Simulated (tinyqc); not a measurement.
Hubbard chain of 6 sites, step by step. One step of it, computed by the program tinyqc.

Question. Mean-field iteration 3. H(up) = T + U n(down), H(down) = T + U n(up); fill the lowest levels; n(new) = n + mixing (n(out) - n); E = tr T (rho up + rho down) + U sum n_up n_down of the output.

one-body matrix (hopping and site energies) (eV), lower triangle:
```
,1,2,3,4,5,6
1,-0.210000
2,-1.330000,-0.470000
3,0.000000,-1.330000,0.340000
4,0.000000,0.000000,-1.330000,0.220000
5,0.000000,0.000000,0.000000,-1.330000,-0.860000
6,0.000000,0.000000,0.000000,0.000000,-1.330000,0.230000
```

U = 2.300000 eV

electrons, up and down: 3  3

mixing = 1

n(up) after iteration 2: 1 0.561540, 2 0.499033, 3 0.502057, 4 0.441570, 5 0.588834, 6 0.406967

n(down) after iteration 2: 1 0.414043, 2 0.572763, 3 0.402517, 4 0.544153, 5 0.522886, 6 0.543637

Give: levels, up; levels, down; energy; n(up) after iteration 3; n(down) after iteration 3.

Answer.

levels, up (eV): -1.387  -0.844  0.523  1.765  2.576  3.518

levels, down (eV): -1.385  -0.818  0.577  1.724  2.538  3.514

energy = -6.706 eV

n(up) after iteration 3: 1 0.609, 2 0.487, 3 0.549, 4 0.400, 5 0.661, 6 0.294

n(down) after iteration 3: 1 0.453, 2 0.565, 3 0.449, 4 0.510, 5 0.595, 6 0.429
